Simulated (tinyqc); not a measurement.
Changing the layer thickness t: four-point probe, van der Pauw, Hall and spreading-resistance readings of a semiconductor layer. Computed by tinyqc, a small Python program. Command: `OMP_NUM_THREADS=1 python tinyqc.py 3110852 3110853 out.jsonl probe sweep`. One thread of a shared host (Intel(R) Xeon(R) Processor @ 2.30GHz), about 0.01 s of CPU time with the checks.

The layer is uniform and ohmic; contacts are points unless a radius is given.

Inputs (values chosen for the exercise, modelled on n-type silicon): carrier density n = 2.9e+16 1/cm^3; drift mobility mu = 1110 cm^2/(V s); probe spacing s = 1.588 mm; current I = 0.8 mA.

Backing of the layer: insulating.

Constants: e = 1.602176634e-19 C.

Method:
- rho = 1/(e n mu); R_s = rho/t.
- Collinear probes with equal spacing on a layer with insulating backing: images at depth 2 m t give V = (rho I/(2 pi s)) G, G = 1 + 4 sum_(m>=1) [1/sqrt(1 + (2 m u)^2) - 1/sqrt(4 + (2 m u)^2)], u = t/s; the sum runs to m = 20000, with the tail 3/(32 u^3 M^2) added to the sum for M = 20000.
- Limits: thick, rho = 2 pi s V/I; thin on an insulator, rho = (pi/ln 2) t V/I.

One run for each value:
```
layer thickness t (micrometre)  voltage V (mV)       G  rho by the thick formula (ohm cm)  rho by the thin formula (ohm cm)
64                                      5.3475  34.397                             6.6695                           0.19390
120                                     2.8520  18.345                             3.5571                           0.19390
220                                     1.5556  10.007                             1.9402                           0.19390
420                                     0.8149   5.242                             1.0163                           0.19390
780                                     0.4398   2.829                             0.5485                           0.19435
1500                                    0.2439   1.569                             0.3042                           0.20727
2700                                    0.1778   1.144                             0.2218                           0.27198
5100                                    0.1594   1.025                             0.1988                           0.46053
9500                                    0.1561   1.004                             0.1947                           0.84018
```

What does the table show, and why?

Over the rows, voltage V (mV) falls from 5.35 to 0.156 (exponent d ln y / d ln x -1.0 between the first rows and -0.033 between the last); G falls from 34.4 to 1.00 (exponent d ln y / d ln x -1.0 between the first rows and -0.033 between the last); rho by the thick formula (ohm cm) falls from 6.67 to 0.195 (exponent d ln y / d ln x -1.0 between the first rows and -0.033 between the last). At the low end the exponent of voltage V is -1.00, close to -1: a thin layer, V = R_s I ln 2/pi.
